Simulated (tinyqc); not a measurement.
Permeation of metal atoms or ions through a thin barrier or dielectric: time lag, field-aided drift and lifetime: one step, computed by the program tinyqc.

The film 0 < x < d is empty at first; C = C0 at x = 0 and C = 0 at x = d. dC/dt = D d2C/dx2.

Task: Approach to the steady line. Steady flux J = (D C0/d) P/(1 - exp(-P)); time lag in units of d^2/D: s_L = [P (1 + exp(-P))/(1 - exp(-P)) - 2]/P^2 (P = 0: J = D C0/d, s_L = 1/6). Dose through the film Q(s) = C0 d {f (s - s_L) - 2 exp(P/2) sum_(n=1..200) (-1)^n n^2 pi^2 exp(-l_n s)/l_n^2}, l_n = n^2 pi^2 + P^2/4, f = P/(1 - exp(-P)) the relative flux. Short-time form for P = 0: Q/(C0 d) = 4 sqrt(s) ierfc(1/(2 sqrt(s))), ierfc(y) = exp(-y^2)/sqrt(pi) - y erfc(y).

Inputs (values chosen for the exercise, for a model case: neutral metal atoms through a barrier): test temperature T = 225 C.

Peclet number P = 0

flux relative to D C0/d = 1

time lag s_L = 0.1666667

Give: Q/(C0 d).

Result:

Q/(C0 d):
```
s        series  steady line f (s - s_L)  short-time form, no field
0.03  4.842e-06                   -0.137                  4.842e-06
0.05  2.693e-04                   -0.117                  2.693e-04
0.08  3.207e-03                   -0.087                  3.207e-03
0.12  1.489e-02                   -0.047                  1.489e-02
0.20  6.146e-02                    0.033                  6.146e-02
0.30  1.438e-01                    0.133                  1.438e-01
0.50  3.348e-01                    0.333                  3.333e-01
0.80  6.334e-01                    0.633                  6.184e-01
1.20  1.033e+00                    1.033                  9.700e-01
```

The dose lies above the steady line at all times and, among these rows, is within 1 % of it from s = 0.5 on (the lag is s_L = 0.167); for a known P the intercept of that line gives D and its slope D C0. Among these rows the short-time form holds to 1 % up to s = 0.5.
